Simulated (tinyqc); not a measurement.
Inside a calculation. Model: solid solubility of a dopant against its melt (retrograde solidus), clustering and the electrically active fraction. Computed by tinyqc, a small Python program that keeps every step. Command: `OMP_NUM_THREADS=1 python tinyqc.py 3009371 3009372 out.jsonl retro walk`. One thread of a shared host (Intel(R) Xeon(R) Processor @ 2.30GHz), about 0.01 s of CPU time with the checks. Intermediate numbers are printed to about 6 digits and carried at full precision; extremes and crossings named in words are read from the listed rows.

Inputs (values chosen for the exercise, for a model dopant):
```
quantity                                      value        unit
melting point of the host T_m                  1687           K
heat of melting of the host H_f                50.2      kJ/mol
interaction L of the melt                       9.9      kJ/mol
enthalpy of transfer from melt to solid H      0.85          eV
entropy of transfer S                         -3.32         k_B
site density N0                               5e+22      1/cm^3
temperature T                                  1290           K
total dopant density N_t                    1.5e+20      1/cm^3
atoms per cluster m                               4           -
cluster scale N* at 1273 K                  2.3e+20      1/cm^3
activation energy E_b of the cluster scale     0.43          eV
anneal temperature T_a                         1075           K
mobility mu                                      50  cm^2/(V s)
```

Clustering: clusters of m atoms, electrons left out.

Constants: R = 8.314462618 J/(mol K); k_B = 8.617333262e-05 eV/K; e = 1.602176634e-19 C; N_A = 6.02214076e+23 1/mol.

## Liquidus and solidus at T

x_l and x_s are atom fractions of the dopant in melt and solid; the solid is dilute. Liquidus of the host: R T ln(1 - x_l) + L x_l^2 = -H_f (1 - T/T_m). Distribution: k = x_s/x_l = exp[L (1 - x_l)^2/(R T)] exp(S/k_B - H/(k_B T)), the first factor being the activity coefficient in the melt. Solubility = x_s N0; at T_m x_l = 0.

x_l = 0.821786

distribution coefficient k = 1.77865e-05

x_s = 1.46167e-05

solubility = 7.30834e+17 1/cm^3

k at the melting point = 2.11526e-04

k has changed by a factor 0.084 from its value at T_m, while x_l has grown from 0 to 0.822.

## The retrograde maximum

The largest x_s N0 between 900 K and T_m. For an ideal melt with constant heats the maximum has x_l = H_f/(H + H_f), H in the same units.

temperature of the maximum = 1523.79 K

largest solubility = 1.47380e+18 1/cm^3

x_l there = 0.397627

ideal-melt value H_f/(H + H_f) = 0.379692

The maximum lies 163 K below T_m: above it the melt runs out of dopant, below it k falls as exp(-H/(k_B T)).

## The solidus

The formulas are those given above.

Against temperature:
```
T (K)       x_l            k  solubility (1/cm^3)  over the maximum
1000   0.972242  1.88248e-06          9.15111e+16          0.062092
1100   0.943495  4.62668e-06          2.18262e+17          0.148095
1200   0.894153  9.84300e-06          4.40057e+17          0.298587
1300   0.811481  1.89252e-05          7.67871e+17          0.521014
1400   0.673576  3.44853e-05          1.16142e+18          0.788046
1500   0.458175  6.36027e-05          1.45706e+18          0.988639
1580   0.251870  1.07164e-04          1.34958e+18          0.915713
1640   0.104627  1.58069e-04          8.26914e+17          0.561076
1675   0.025774  1.96634e-04          2.53406e+17          0.171940
```

Between the first rows the Arrhenius energy of the solubility is 0.82 eV, against H = 0.85 eV; it shrinks to zero at 1524 K and turns negative beyond. A crystal saturated at the maximum precipitates dopant-rich liquid on cooling and on heating alike. Below a eutectic or compound temperature another phase would set the limit.

## Active fraction after the anneal

A highly soluble donor (another dopant than that of the solidus) is limited by clustering. Donors N_a are active, and clusters hold m atoms each: N_t = N_a + m C, m C = N* (N_a/N*)^m, with N*(T) = N*(1273 K) exp[-(E_b/k_B)(1/T - 1/1273)]. Resistivity = 1/(e mu N_a).

N*(T_a) = 1.11732e+20 1/cm^3

active density N_a = 9.40079e+19 1/cm^3

active fraction = 0.626719

resistivity = 1.32787 milliohm cm

Doubling the dose would raise N_a by only 33 %. Caution: this clustering law is a generic form; degeneracy and a doping-dependent mobility are left out.

## Active against total

A highly soluble donor (another dopant than that of the solidus) is limited by clustering. Donors N_a are active, and clusters hold m atoms each: N_t = N_a + m C, m C = N* (N_a/N*)^m, with N*(T) = N*(1273 K) exp[-(E_b/k_B)(1/T - 1/1273)].

Active density (1/cm^3):
```
N_t (1/cm^3)   N_a at T_a  fraction  N_a at T_a + 150 K  N_a at T_a - 150 K
1.00e+19      9.99285e+18  0.999285         9.99870e+18         9.93324e+18
3.00e+19      2.94600e+19  0.982000         2.98959e+19         2.65780e+19
1.00e+20      7.60363e+19  0.760363         9.10466e+19         5.15546e+19
2.00e+20      1.06784e+20  0.533919         1.43990e+20         6.64323e+19
5.00e+20      1.48775e+20  0.297549         2.16060e+20         8.80377e+19
1.00e+21      1.83694e+20  0.183694         2.73281e+20         1.06829e+20
2.00e+21      2.23124e+20  0.111562         3.36159e+20         1.28529e+20
5.00e+21      2.84779e+20  0.056956         4.32695e+20         1.62967e+20
```

The exponent d ln N_a/d ln N_t falls from 0.98 to 0.27, towards 1/m = 0.250. At the highest dose a 150 K hotter anneal gives 1.52 times the active density, and a later step 150 K cooler would cut it to 0.57 if it ran to equilibrium: short hot anneals come last. For ionised donors far above n_i the electrons enter the mass action too and halve the limiting exponent.

Checks made by the program: the ideal-melt maximum (relative difference 7e-09).
